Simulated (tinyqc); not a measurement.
Field-effect mobility of a thin-film transistor with band-tail and deep states (multiple trapping). Changing the tail density at the edge g_t. Computed by tinyqc, a small Python program. Command: `OMP_NUM_THREADS=1 python tinyqc.py 3013212 3013213 out.jsonl tft sweep`. One thread of a shared host (Intel(R) Xeon(R) Processor @ 2.30GHz), about 0.1 s of CPU time with the checks.

A thick film in accumulation at small drain voltage. Only free electrons move; trapped ones still screen the gate. N_c and mu_0 are held fixed when T changes, leaving out the T^(3/2) growth of N_c. x = E_0 - psi is the distance of the Fermi level below the band edge.

Inputs (values chosen for the exercise, modelled on polycrystalline silicon):
```
quantity                                           value         unit
permittivity eps                                    11.7            -
effective density of states N_c                    3e+19       1/cm^3
band mobility mu_0                                   170   cm^2/(V s)
tail width E_t                                        56          meV
deep-state density g_d                           5.2e+16  1/(eV cm^3)
flat-band Fermi level below the edge, E_0           0.66           eV
equivalent oxide thickness t                         7.7           nm
surface band bending psi_s as a fraction of E_0     0.97            -
temperature T                                        300            K
```

Deep states: included.

Constants: k_B = 8.617333262e-05 eV/K; e = 1.602176634e-19 C; eps_0 = 8.8541878128e-12 F/m.

Method:
- F_j(eta) = int_0^infinity x^j/(1 + exp(x - eta)) dx, without a gamma-function factor.
- Integrals over x = E/(k_B T) use 160 Gauss-Legendre points in u = sqrt(x) from 0 to sqrt(max(eta, 0) + 32).
- Free n(x) = N_c (2/sqrt(pi)) F_1/2(-x/k_B T), with F_1/2 from its two-term series in exp(-x/k_B T) for x >= 12 k_B T; tail n_t(x) = int_0^1.2eV g_t exp(-E/E_t)/(1 + exp((x - E)/k_B T)) dE, E counted down from the edge, 120 Gauss-Legendre points; deep charge g_d psi; space charge rho(psi) = n + n_t + g_d psi less its value at psi = 0.
- Poisson: F(psi) = sqrt((2 e/(eps eps_0)) int_0^psi rho dpsi'); V_G - V_FB = psi_s + eps F(psi_s) t/3.9; free sheet density N_f = int (n - n(E_0))/F dpsi; induced sheet density N_i = eps eps_0 F(psi_s)/e; trapezoid rule on 301 even points in psi, the first interval left out of N_f.
- mu_eff = mu_0 N_f/N_i; field-effect mobility mu_FE = mu_0 e (dN_f/dV_G)/C_ox and swing S = dV_G/dlog10(N_f), by a central difference of +/- 2 mV in psi_s; C_ox = 3.9 eps_0/t.

One run for each value; columns: (1) tail density at the edge g_t (1/(eV cm^3)); (2) effective mobility mu_eff (cm^2/(V s)); (3) V_G - V_FB (V); (4) swing S (mV/decade); (5) induced sheet density N_i (1/cm^2):
```
(1)         (2)    (3)   (4)        (5)
4.20e+18  136.3  1.408  1549  2.149e+12
1.10e+19  126.4  1.427  1504  2.203e+12
3.00e+19  105.7  1.479  1419  2.348e+12
8.10e+19   74.5  1.604  1316  2.698e+12
2.20e+20   41.8  1.883  1278  3.478e+12
5.80e+20   19.7  2.411  1416  4.957e+12
1.60e+21    7.9  3.405  1861  7.740e+12
4.20e+21    3.1  5.016  2704  1.225e+13
```

Describe and explain the trends.

Over the rows, effective mobility mu_eff (cm^2/(V s)) falls from 136 to 3.12 (exponent d ln y / d ln x -0.078 between the first rows and -0.96 between the last); V_G - V_FB (V) rises from 1.41 to 5.02 (exponent d ln y / d ln x 0.014 between the first rows and 0.40 between the last); swing S (mV/decade) goes from 1550 through a minimum among these rows, 1280 at 2.20e20, to 2700. At the high end the exponent of effective mobility mu_eff is -0.96, close to -1: the tail holds nearly all the charge. At the high end the exponent of induced sheet density N_i is 0.48, close to 0.50: the field grows as the square root of the space charge.

Caution (rows 4.20e21): the oxide field exceeds 5 MV/cm, near the limit of use.

Extremes, crossings and ranges named in words are read from the listed rows.
